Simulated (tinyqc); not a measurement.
# Magnetoresistance against angle

Conductance G = G0 (1 + P1 P2 cos(phi)) at low bias, phi the angle between the magnetisations, normalised to Rp = RA/area at phi = 0.

Inputs (values chosen for the exercise):
```
symbol,value,unit,meaning
Dm,21,nm,diameter
P1,0.6,,spin polarisation of the reference layer
P2,0.74,,spin polarisation of the free layer
RA,2.6,ohm um^2,"resistance-area product, parallel state"
```

Result of one run:
```
phi (degree)  R (kohm)  R/Rp - 1 (%)  share of the full TMR (%)
180             19.496        159.71                     100.00
```

What becomes of these results when the angle phi is changed from 180 to 20 degree, all else the same?

Result of the changed run:
```
phi (degree)  R (kohm)  R/Rp - 1 (%)  share of the full TMR (%)
20              7.6485        1.8894                     1.1830
```

The whole series:
```
phi (degree)  R (kohm)  R/Rp - 1 (%)  share of the full TMR (%)
0               7.5066             0                          0
20              7.6485        1.8894                     1.1830
45              8.2496        9.8972                     6.1969
70              9.4105        25.363                     15.880
90              10.840        44.400                     27.800
110             12.780        70.254                     43.988
135             15.800        110.48                     69.176
160             18.600        147.78                     92.529
180             19.496        159.71                     100.00
```

R rises from 7.51 to 19.5 kohm, TMR0 = 160 %. It is the conductance that follows cos(phi), so at 90 degrees R has covered only (1 - P1 P2)/2 = 27.8 % of its range.

Computed by the program tinyqc: `OMP_NUM_THREADS=1 python tinyqc.py 2450136 2450137 out.jsonl`, one thread of a shared Intel Xeon 2.30GHz, about 0.01 s for the whole run.
